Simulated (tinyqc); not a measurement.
Absorption edge of a degenerate semiconductor, band filling against gap narrowing: the optical edge against doping.

n-type, parabolic bands, full ionisation. eta = (EF - Ec)/kB T solves N = Nc F12(eta), F12(x) = (2/sqrt(pi)) int_0^infinity sqrt(u)/(1 + exp(u - x)) du. The gap shrinks rigidly by dEg = a3 y^(1/3) + a4 y^(1/4) + a2 y^(1/2), y = N/1e18 cm^-3, an empirical law that is here taken as the true narrowing.

Vertical transitions need an empty final state: the edge is taken where the state lies 4 kB T below EF, E_opt = Eg - dEg + (1 + me/mh) max(eta - 4, 0) kB T; wavelength h c/(q E_opt).

Values chosen for this exercise; band and dielectric values close to those of gallium arsenide: temperature T = 300 K; band gap Eg = 1.45 eV; conduction-band density of states at 300 K, from me Nc = 4.35e17 cm^-3; electron mass me = 0.067 m0; hole mass mh = 0.495 m0; coefficient of (N/1e18)^(1/3) a3 = 14.3 meV; coefficient of (N/1e18)^(1/4) a4 = 12.8 meV; coefficient of (N/1e18)^(1/2) a2 = 4.9 meV.

Constants: q = 1.602176634e-19 C, kB = 1.380649e-23 J/K, Vt = kB T/q. Results are converted to the units shown.

Result of one run:
```
N (cm^-3)     eta  dEg (meV)  filling shift (meV)  E_opt (eV)
4.8e19     27.784     119.61               698.09      2.0285
```

What becomes of these results when the ionised donor density N is changed from 4.8e19 to 2.2e19 cm^-3, all else the same?

Result of the changed run:
```
N (cm^-3)     eta  dEg (meV)  filling shift (meV)  E_opt (eV)
2.2e19     16.484     90.774               366.42      1.7256
```

The whole series:
```
N (cm^-3)       eta  dEg (meV)  filling shift (meV)  E_opt (eV)
9e16        -1.5026     14.889                    0      1.4351
2e17       -0.61551     19.114                    0      1.4309
4.3e17      0.33323     24.372                    0      1.4256
9.5e17       1.5311     31.470                    0      1.4185
2.1e18       3.1803     40.822                    0      1.4092
4.6e18       5.6756     53.037               49.181      1.4461
1e19         9.6890     69.066               166.98      1.5479
2.2e19       16.484     90.774               366.42      1.7256
4.8e19       27.784     119.61               698.09      2.0285
```

E_opt goes from 1.44 through a minimum of 1.41 (at N = 2.1e18 cm^-3 among the rows listed) to 2.03 eV, against Eg = 1.45 eV; the filling shift is 0 while eta is below 4. At the end narrowing grows as N^(0.35) and EF - Ec as N^(0.67). Filling therefore wins at high density. For N = 1e19, 2.2e19, 4.8e19 EF lies more than 0.2 eV in the band, where non-parabolicity lowers it markedly.

Range of the model: Band tails, non-parabolic bands and incomplete ionisation are left out.

Program tinyqc, `OMP_NUM_THREADS=1 python tinyqc.py 2330014 2330015 out.jsonl`; Intel Xeon 2.30GHz, shared host, one thread, about 0.01 s.
